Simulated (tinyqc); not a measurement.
Worked calculation: RHF in the sto-3g basis, for BeH2, spin multiplicity 1. One step of it, computed by the program tinyqc.

Task: Iteration 1: diagonalisation and new density. Diagonalise F' = X^T F X, C = X C', fill 3 alpha and 3 beta electrons from the bottom; D = 2 C_occ C_occ^T; the new density keeps 0.5 of the old one (damping). Each column has its largest component positive (the first on a tie).

Fock matrix F (hartree):
```
            1Be 1s     1Be 2s   1Be 2px    1Be 2py    1Be 2pz      2H 1s      3H 1s
1Be 1s   -4.491492  -1.287809  0.000000  -0.000459   0.001945  -0.438674  -0.378569
1Be 2s   -1.287809  -0.642866  0.000000  -0.008511  -0.012687  -0.455686  -0.429330
1Be 2px   0.000000   0.000000  0.219858   0.000000   0.000000   0.000000   0.000000
1Be 2py  -0.000459  -0.008511  0.000000  -0.272684  -0.000483  -0.346957   0.339029
1Be 2pz   0.001945  -0.012687  0.000000  -0.000483   0.219022  -0.013582  -0.013242
2H 1s    -0.438674  -0.455686  0.000000  -0.346957  -0.013582  -0.356515  -0.066567
3H 1s    -0.378569  -0.429330  0.000000   0.339029  -0.013242  -0.066567  -0.325333
```

X:
```
                 1          2          3         4          5          6         7
1Be 1s   -0.026669  -0.294770   0.958297  0.000000  -0.140830  -0.064350  0.225393
1Be 2s    0.219885   1.283671  -0.106489  0.000000  -0.024189  -0.138872  0.484330
1Be 2px   0.000000   0.000000   0.000000  1.000000   0.000000   0.000000  0.000000
1Be 2py   1.516547  -0.170038  -0.008184  0.000000   0.001231   0.523658  0.144120
1Be 2pz   0.009073   0.052405   0.152882  0.000000   0.987481  -0.005324  0.018361
2H 1s    -1.246002  -0.705258  -0.243309  0.000000   0.036909   0.260145  0.438495
3H 1s     0.964666  -0.944865  -0.252073  0.000000   0.038071  -0.457301  0.235469
```

D at the start:
```
            1Be 1s     1Be 2s   1Be 2px    1Be 2py    1Be 2pz      2H 1s      3H 1s
1Be 1s    2.057753  -0.145746  0.000000  -0.001506  -0.011152  -0.216555  -0.214913
1Be 2s   -0.145746   0.618627  0.000000  -0.019021   0.025748   0.423788   0.431896
1Be 2px   0.000000   0.000000  0.000000   0.000000   0.000000   0.000000   0.000000
1Be 2py  -0.001506  -0.019021  0.000000   0.676662  -0.000728   0.398893  -0.402559
1Be 2pz  -0.011152   0.025748  0.000000  -0.000728   0.001084   0.017962   0.018232
2H 1s    -0.216555   0.423788  0.000000   0.398893   0.017962   0.547611   0.065202
3H 1s    -0.214913   0.431896  0.000000  -0.402559   0.018232   0.065202   0.532394
```

overlap S:
```
           1Be 1s    1Be 2s   1Be 2px    1Be 2py   1Be 2pz     2H 1s      3H 1s
1Be 1s   1.000000  0.259517  0.000000   0.000000  0.000000  0.086684   0.074735
1Be 2s   0.259517  1.000000  0.000000   0.000000  0.000000  0.500872   0.473354
1Be 2px  0.000000  0.000000  1.000000   0.000000  0.000000  0.000000   0.000000
1Be 2py  0.000000  0.000000  0.000000   1.000000  0.000000  0.551412  -0.534529
1Be 2pz  0.000000  0.000000  0.000000   0.000000  1.000000  0.022252   0.021283
2H 1s    0.086684  0.500872  0.000000   0.551412  0.022252  1.000000   0.045487
3H 1s    0.074735  0.473354  0.000000  -0.534529  0.021283  0.045487   1.000000
```

Give: F' = X^T F X; orbital energies; coefficients C; D after iteration 1.

Result:

F' = X^T F X (hartree):
```
         1        2        3       4        5        6        7
1   1.0129  -0.0426   0.0176  0.0000  -0.0014   0.0223   0.0137
2  -0.0426   0.4645   0.3532  0.0000  -0.0464  -0.0380   0.1372
3   0.0176   0.3532  -3.5702  0.0000   0.6057   0.4201  -1.5219
4   0.0000   0.0000   0.0000  0.2199   0.0000   0.0000   0.0000
5  -0.0014  -0.0464   0.6057  0.0000   0.1225  -0.0685   0.2477
6   0.0223  -0.0380   0.4201  0.0000  -0.0685  -0.4900   0.2076
7   0.0137   0.1372  -1.5219  0.0000   0.2477   0.2076  -1.2070
```

orbital energies (hartree): MO1 -4.4954, MO2 -0.4658, MO3 -0.4339, MO4 0.2190, MO5 0.2199, MO6 0.4921, MO7 1.0167

coefficients C:
```
             MO1      MO2      MO3      MO4     MO5      MO6      MO7
1Be 1s    0.9912  -0.2271   0.0347   0.0187  0.0000  -0.2123  -0.0056
1Be 2s    0.0342   0.5307  -0.0959  -0.0842  0.0000   1.2841   0.1186
1Be 2px   0.0000   0.0000   0.0000   0.0000  1.0000   0.0000   0.0000
1Be 2py  -0.0003   0.0834   0.5100   0.0004  0.0000  -0.0499   1.5344
1Be 2pz  -0.0002   0.0143  -0.0024   0.9968  0.0000   0.0889   0.0057
2H 1s    -0.0028   0.4573   0.3204   0.0312  0.0000  -0.8157  -1.1800
3H 1s    -0.0038   0.3278  -0.4526   0.0320  0.0000  -0.8830   1.0295
```

D after iteration 1:
```
          1Be 1s   1Be 2s  1Be 2px  1Be 2py  1Be 2pz    2H 1s    3H 1s
1Be 1s    2.0641  -0.1628   0.0000  -0.0023  -0.0091  -0.2038  -0.2014
1Be 2s   -0.1628   0.6013   0.0000  -0.0142   0.0207   0.4238   0.4332
1Be 2px   0.0000   0.0000   0.0000   0.0000   0.0000   0.0000   0.0000
1Be 2py  -0.0023  -0.0142   0.0000   0.6054  -0.0004   0.4010  -0.4048
1Be 2pz  -0.0091   0.0207   0.0000  -0.0004   0.0008   0.0147   0.0149
2H 1s    -0.2038   0.4238   0.0000   0.4010   0.0147   0.5856   0.0375
3H 1s    -0.2014   0.4332   0.0000  -0.4048   0.0149   0.0375   0.5785
```
